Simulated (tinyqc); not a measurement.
# Strained alloy layer of InP and GaP on (001) GaAs, model-solid band line-up: gaps, strain and offsets against composition

The layer is x parts of the first compound and 1 - x of the second, grown coherently on the third as substrate and barrier. Rows of the table: lattice constant a, average valence level Ea on an absolute scale, spin-orbit splitting so, gaps at Gamma, X and L, hydrostatic deformation potentials av and ac (Gamma), shear potential b, elastic constants, electron and heavy-hole (along z) masses. All are interpolated linearly in x; gaps get -C x (1 - x), taken wholly in the conduction band; real line-ups can differ from this model by 0.1 eV or more.

In-plane strain e = (a_substrate - a)/a, e_z = -2 (c12/c11) e, volume change 2 e + e_z. With v = 2 e + e_z and d = 2 b (e_z - e): Eav = Ea + av v; E_hh = Eav + so/3 - d/2; E_lh = Eav - so/6 + d/4 + sqrt(so^2 + so d + 9 d^2/4)/2; E_c = Ea + so/3 + EG + ac v (Gamma). Substrate: E_v = Ea + so/3, E_c = E_v + EG. Well depths: dEc = E_c(substrate) - E_c, dEhh = E_hh - E_v(substrate), dElh likewise; strained Gamma gap E_c - max(E_hh, E_lh); positive values confine carriers in the layer. Matthews-Blakeslee for 60-degree dislocations in a single layer: hc = k (ln(hc/bv) + 1), k = bv (1 - nu/4)/(4 pi |e| (1 + nu)), nu = c12/(c11 + c12), bv = a/sqrt(2); the larger root. The valence offset is the larger of dEhh and dElh; a dash marks |e| under 0.02 % or no root.

Parameters, values chosen for the exercise: bowing of the Gamma gap CG = 0.65 eV; bowing of the X gap CX = 0.2 eV; bowing of the L gap CL = 1.03 eV.

Binary compounds, values chosen for the exercise:
```
	close to InP	close to GaP	close to GaAs
a (angstrom)	5.869	5.451	5.653
Ea (eV)	-7.04	-7.4	-6.92
so (eV)	0.111	0.0801	0.336
EG (eV)	1.32	2.78	1.41
EX (eV)	2.18	2.28	1.89
EL (eV)	1.91	2.59	1.69
av (eV)	1.26	1.7	1.16
ac (eV)	-5.04	-7.04	-7.15
b (eV)	-1.72	-1.79	-1.71
c11 (GPa)	100	142	120
c12 (GPa)	56.9	61.3	54.6
me (m0)	0.0812	0.131	0.0674
mh (m0)	0.53	0.325	0.351
```

Gaps, strain and offsets against composition:
```
x	e (%)	relaxed Gamma gap (eV)	lower of X and L gaps (eV)	strained Gamma gap (eV)	E_hh - E_lh (meV)	dEc (eV)	valence offset (eV)	hc (nm)
0.25	1.755	2.293	2.217	2.041	-157.4	-0.2859	-0.3446	4.21
0.31	1.298	2.188	2.159	2.008	-113.3	-0.2387	-0.3598	6.40
0.38	0.7694	2.072	2.089	1.972	-63.61	-0.1866	-0.3750	12.8
0.44	0.3209	1.977	2.037	1.939	-24.43	-0.1445	-0.3840	38.1
0.5	-0.1237	1.887	1.992	1.893	8.180	-0.1050	-0.3777	119
0.56	-0.5643	1.802	1.955	1.824	30.43	-0.06794	-0.3465	18.9
0.62	-1.001	1.722	1.926	1.758	43.20	-0.03341	-0.3147	9.05
0.69	-1.506	1.634	1.900	1.683	51.53	0.003649	-0.2769	5.20
0.75	-1.934	1.563	1.887	1.621	56.04	0.03263	-0.2439	3.63
```

The relaxed Gamma gap falls from 2.29 to 1.56 eV and the strained one falls from 2.04 to 1.62 eV. The lattice matches the substrate at x = 0.483; the heavy hole is on top where the layer is compressed (e < 0) and the light hole where it is stretched. The relaxed alloy turns direct at x = 0.355. dEc rises from -0.286 to 0.0326 eV and the valence offset goes from -0.345 through a minimum of -0.384 (at x = 0.44 among the rows listed) to -0.244 eV. At the largest strain listed, -1.93 %, strain changes the gap by 58.1 meV. For x = 0.25, 0.31 the lowest conduction valley of the relaxed alloy is X or L, so the gap and dEc listed hold for Gamma only.

Computed by the program tinyqc: `OMP_NUM_THREADS=1 python tinyqc.py 2690090 2690091 out.jsonl`, one thread of a shared Intel Xeon 2.30GHz, about 0.01 s for the whole run.
